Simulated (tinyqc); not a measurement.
Inversion-layer mobility, back-scattering and ballistic limit of a field-effect transistor: one step, computed by the program tinyqc. Command: `OMP_NUM_THREADS=1 python tinyqc.py 3016717 3016718 out.jsonl mos walk`. One thread of a shared host (Intel(R) Xeon(R) Processor @ 2.30GHz), about 0.01 s of CPU time with the checks.

The charge at the top of the source barrier is fixed by the gate; series resistance and short-channel effects are left out. F_j are Fermi integrals normalised to exp(eta) in the classical limit.

Question. Back-scattering. F_j(eta) = (1/Gamma(j + 1)) int_0^infinity x^j/(1 + exp(x - eta)) dx, F_0 = ln(1 + exp(eta)). Integrals over x = E/(k_B T) use 160 Gauss-Legendre points in u = sqrt(x) from 0 to sqrt(max(eta, 0) + 32). Ballistic channel: N_2D = g_v m k_B T/(pi hbar^2), U = e V_D/(k_B T); eta_F solves N_inv = (N_2D/2)[F_0(eta_F) + F_0(eta_F - U)]; v_T = sqrt(2 k_B T/(pi m)); I/W = e (N_2D/2) v_T [F_1/2(eta_F) - F_1/2(eta_F - U)]; injection velocity v_T F_1/2(eta_F)/F_0(eta_F). Mean free path lambda = (2 k_B T/e)(mu/v_T) F_0(eta_0)/F_-1/2(eta_0), with eta_0 from N_inv = N_2D F_0(eta_0); critical length l = L (1 + U)^(-a), an empirical rule; back-scattering r = l/(l + lambda). Then eta solves N_inv = (N_2D/2)[(1 + r) F_0(eta) + (1 - r) F_0(eta - U)] and I/W = e (N_2D/2) v_T (1 - r)[F_1/2(eta) - F_1/2(eta - U)]. Ballistic ratio: I over the ballistic current. Apparent mobility 1/(1/mu + 1/mu_B), mu_B = mu L/lambda.

Inputs (values chosen for the exercise, modelled on a strained silicon n-channel):
```
quantity                           value  unit
transport mass m                     0.2   m_0
valley degeneracy g_v                  2     -
drain voltage V_D                   0.05     V
channel length L                      11    nm
exponent a of the critical length   0.78     -
temperature T                        300     K
```

Statistics at the top of the barrier: Fermi-Dirac.

inversion density N_inv = 4.103314e+12 1/cm^2

effective mobility mu = 563.0065 cm^2/(V s)

Constants: m_0 = 9.1093837015e-31 kg; k_B = 1.380649e-23 J/K; hbar = 1.054571817e-34 J s; k_B = 8.617333262e-05 eV/K; e = 1.602176634e-19 C.

Give: eta_0; mean free path lambda; critical length l; back-scattering coefficient r; current I/W; ballistic ratio; apparent low-field mobility.

Answer.

eta_0 = 0.4609

mean free path lambda = 29.05 nm

critical length l = 4.751 nm

back-scattering coefficient r = 0.1405

current I/W = 467.1 microampere/micrometre

ballistic ratio = 0.7982

apparent low-field mobility = 154.6 cm^2/(V s)

L/lambda = 0.38, but at this drain voltage only the first 4.75 nm can return a carrier to the source, so the device works at 80 % of its ballistic limit.
